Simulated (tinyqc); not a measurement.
Comparisons within one model: parabolic quantum dot in a magnetic field (Fock-Darwin). A value that a table varies takes the place of the one given here.

Two dimensions, V = m w0^2 r^2/2, one valley. hbar wc = 2 muB B/m, W = sqrt(w0^2 + wc^2/4), E(n, l, s) = (2n + |l| + 1) hbar W - l hbar wc/2 + s gs muB B, n = 0, 1, ..., l = 0, +/-1, ..., s = +/-1/2; length lam = sqrt(2c/(m hbar W)), c = hbar^2/2m0.

Two electrons, first order in the Coulomb energy: the singlet (0,0)^2 has 2W + J0 and the lowest triplet (0,0)(0,1) has 3W - wc/2 + J0/2 - Ez, with J0 = sqrt(pi/2) q/(eps lam), q = e^2/(4 pi eps0), Ez = |gs| muB B.

Exact treatment: the centre of mass separates with energy W, and the relative motion obeys [-(2c/m) Laplacian + (2c/m) r^2/(2 lam^2)^2 + q/(eps r)] psi = e_l psi for angular number l, solved in 14 Gaussians r^l exp(-a r^2), a = 1.7^i/(4 lam^2), i = -3 to 10. E(S) = W + e_0, E(T) = W + e_1 - wc/2 - Ez.

Constants: muB = 5.788381798e-05 eV/T; hbar^2/2m0 = 3.80998211 eV angstrom^2; e^2/(4 pi eps0) = 14.39964547 eV angstrom.

Inputs chosen for the exercise (near those of a gate-defined dot in Si; the results hold for these values, not for the real material): m = 0.1947 m0 (mass); gs = 2.04 (g factor); w0 = 2.1 meV (confinement energy hbar w0); Bs = (0, 0.88, 1.8, 2.8, 4.2, 6.4, 9.2) T (fields); eps = 11.6 (dielectric constant); B = 4.68 T (magnetic field).

## Levels against field

Six orbital levels without the Zeeman term.

Levels (meV):

| B (T) | (0,0) | (0,1) | (0,-1) | (0,2) | (1,0) | (0,3) |
|---|---|---|---|---|---|---|
| 0 | 2.100 | 4.200 | 4.200 | 6.300 | 6.300 | 8.400 |
| 0.88 | 2.116 | 3.971 | 4.494 | 5.825 | 6.349 | 7.680 |
| 1.8 | 2.167 | 3.799 | 4.869 | 5.431 | 6.501 | 7.063 |
| 2.8 | 2.259 | 3.686 | 5.350 | 5.112 | 6.777 | 6.539 |
| 4.2 | 2.443 | 3.638 | 6.135 | 4.832 | 7.330 | 6.027 |
| 6.4 | 2.834 | 3.765 | 7.570 | 4.696 | 8.501 | 5.627 |
| 9.2 | 3.448 | 4.162 | 9.632 | 4.875 | 10.345 | 5.588 |

(0,2) crosses (0,-1) where W = 3 wc/2, that is wc = w0/sqrt(2), B = 2.50 T, and (0,3) crosses it at W = wc, B = 4.08 T. States with n = 0 and l >= 0 draw together into the lowest Landau level: their spacing W - wc/2 shrinks from 2.10 to 0.71 meV, while (0,-1) climbs to 6.18 meV above (0,0).

## Singlet against triplet in a field

For each field, first order and exact.

Energies (meV):

| B (T) | J0 | W - wc/2 | Ez | E(T) - E(S), first order | exact |
|---|---|---|---|---|---|
| 0 | 11.396 | 2.100 | 0.000 | -3.598 | 0.54 |
| 0.88 | 11.440 | 1.855 | 0.104 | -3.970 | 0.18 |
| 1.8 | 11.577 | 1.632 | 0.213 | -4.369 | -0.18 |
| 2.8 | 11.820 | 1.427 | 0.331 | -4.814 | -0.57 |
| 4.2 | 12.292 | 1.195 | 0.496 | -5.448 | -1.08 |
| 6.4 | 13.239 | 0.931 | 0.756 | -6.444 | -1.85 |
| 9.2 | 14.604 | 0.713 | 1.086 | -7.675 | -2.77 |

Exactly, the triplet drops below the singlet between 0.88 and 1.8 T. First order has the triplet lower even at zero field, which the exact solution forbids; with J0/W = 5.43 at zero field it misses the splitting there by 4.14 meV. From the first row to the last the orbital cost falls by 1.39 meV, the Coulomb gain J0/2 (half direct, half exchange) grows by 1.60 meV and the Zeeman gain by 1.09 meV. States of higher angular number, which take over at higher fields, in soft dots already within such a table, are left out.

## What each parameter does

The two modes W +/- wc/2, lam and the exact E(T) - E(S), with q = e^2/(4 pi eps0) and Ez = |gs| muB B. Each row changes one parameter from the base and keeps the others.

Results:

| case | upper mode (meV) | lower mode (meV) | lam (angstrom) | E(T) - E(S) (meV) |
|---|---|---|---|---|
| base | 3.910 | 1.128 | 124.6 | -1.25 |
| B = 2.81 T | 3.095 | 1.425 | 131.6 | -0.57 |
| w0 = 1.68 meV | 3.573 | 0.790 | 133.9 | -1.37 |
| m = 0.2239 m0 | 3.634 | 1.214 | 118.5 | -1.14 |
| gs = 3.06 | 3.910 | 1.128 | 124.6 | -1.53 |
| eps = 9.9 | 3.910 | 1.128 | 124.6 | -1.32 |

The largest shifts from the base row, up to three for each result and ties (the steps differ in size, so this ranks the rows, not the parameters). upper mode (meV): B -0.815, w0 -0.338, m -0.277; unchanged at the printed digits by gs and eps. lower mode (meV): w0 -0.338, B +0.297, m +0.086; unchanged at the printed digits by gs and eps. lam (angstrom): w0 +9.3, B +6.9, m -6.1; unchanged at the printed digits by gs and eps. E(T) - E(S) (meV): B +0.68, gs -0.28, w0 -0.12, m +0.12.

Program tinyqc; command `OMP_NUM_THREADS=1 python tinyqc.py 1281362 1281363 out.jsonl`; about 0.09 s on one thread of a shared Intel(R) Xeon(R) Processor @ 2.30GHz.
